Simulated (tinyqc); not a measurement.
What each parameter does: three-band tight binding of a dichalcogenide monolayer.

Basis dz2, dxy, dx2-y2 on a triangular lattice, nearest neighbours; alpha = kx a/2, beta = sqrt3 ky a/2. h0 = e1 + 2 t0 (cos 2alpha + 2 cos alpha cos beta); h1 = -2 sqrt3 t2 sin alpha sin beta + 2i t1 (sin 2alpha + sin alpha cos beta); h2 = 2 t2 (cos 2alpha - cos alpha cos beta) + 2i sqrt3 t1 cos alpha sin beta; h11 = e2 + 2 t11 cos 2alpha + (t11 + 3 t22) cos alpha cos beta; h22 = e2 + 2 t22 cos 2alpha + (3 t11 + t22) cos alpha cos beta; h12 = sqrt3 (t22 - t11) sin alpha sin beta + 4i t12 sin alpha (cos alpha - cos beta) + i lam sz. H = [[h0, h1, h2], [., h11, h12], [., ., h22]], Hermitian; the lowest band of each spin is filled. K = (4 pi/3a, 0), M = (pi/a, pi/(sqrt3 a)).

Constants: hbar^2/2m0 = 3.80998211 eV angstrom^2.

Inputs chosen for the exercise (near a published set for monolayer WSe2; not measured data):

| symbol | value | unit | meaning |
|---|---|---|---|
| a | 3.331 | angstrom | lattice constant |
| e1 | 0.951 | eV | level of dz2 |
| e2 | 2.182 | eV | level of dxy and dx2-y2 |
| t0 | -0.202 | eV | hopping |
| t1 | 0.455 | eV | hopping |
| t2 | 0.479 | eV | hopping |
| t11 | 0.265 | eV | hopping |
| t12 | 0.326 | eV | hopping |
| t22 | 0.034 | eV | hopping |
| lam | 0.227 | eV | spin-orbit constant |

Spin up: gap at K, Ev(K) - Ev(Gamma), and masses at K by central differences along kx with step 0.002 1/angstrom, c = hbar^2/2m0.

One parameter was then changed.

Results before and after:

| case | gap at K (eV) | K - Gamma (eV) | m_c (m0) | m_v (m0) |
|---|---|---|---|---|
| base | 1.2904 | 0.5276 | 0.288 | 0.368 |
| changed | 1.3204 | 0.4976 | 0.297 | 0.381 |

Which of these changes was made? (a) t11 = 0.235 eV; (b) t12 = 0.296 eV; (c) e1 = 0.921 eV; (d) lam = 0.257 eV; (e) t22 = 0.064 eV; (f) e2 = 2.152 eV.

Answer: (f) e2 = 2.152 eV. Of the candidates, run in turn, only this one gives the changed row.

All candidates:

| case | gap at K (eV) | K - Gamma (eV) | m_c (m0) | m_v (m0) |
|---|---|---|---|---|
| base | 1.2904 | 0.5276 | 0.288 | 0.368 |
| t12 = 0.296 eV | 1.1346 | 0.6834 | 0.249 | 0.292 |
| e1 = 0.921 eV | 1.2604 | 0.5576 | 0.280 | 0.355 |
| lam = 0.257 eV | 1.2604 | 0.5576 | 0.281 | 0.354 |
| e2 = 2.152 eV | 1.3204 | 0.4976 | 0.297 | 0.381 |
| t11 = 0.235 eV | 1.2454 | 0.5726 | 0.276 | 0.347 |
| t22 = 0.064 eV | 1.3354 | 0.4826 | 0.301 | 0.396 |

Computed by tinyqc, a small Python program: `OMP_NUM_THREADS=1 python tinyqc.py 1481580 1481581 out.jsonl` (the numbers bound the seed that draws the inputs); one thread of a shared host (Intel(R) Xeon(R) Processor @ 2.30GHz), about 0.01 s for the whole set of steps.
